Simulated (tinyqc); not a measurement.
Fixed charge and work-function difference from two thicknesses.

Question. With a fixed charge q Nf at the interface, Vfb = phi_ms - q Nf tox/(eps0 eox). Find Nf and phi_ms.

Inputs (values chosen for the exercise): relative permittivity of the gate insulator (close to hafnium oxide) eox = 22.

Constants: q = 1.602176634e-19 C, eps0 = 8.8541878128e-14 F/cm where lengths are in cm. Results are converted to the units shown.

Vfb at tox = 63 and 130 nm (V): [-0.68361076, -0.69242803]

Answer. Vfb is a straight line in tox: the slope gives Nf and the intercept at zero thickness phi_ms.

Nf = 1.60e10 cm^-2
phi_ms = -0.675 V

tinyqc, about 0.01 s, one thread, Intel Xeon 2.30GHz (shared host): `OMP_NUM_THREADS=1 python tinyqc.py 2060128 2060129 out.jsonl`
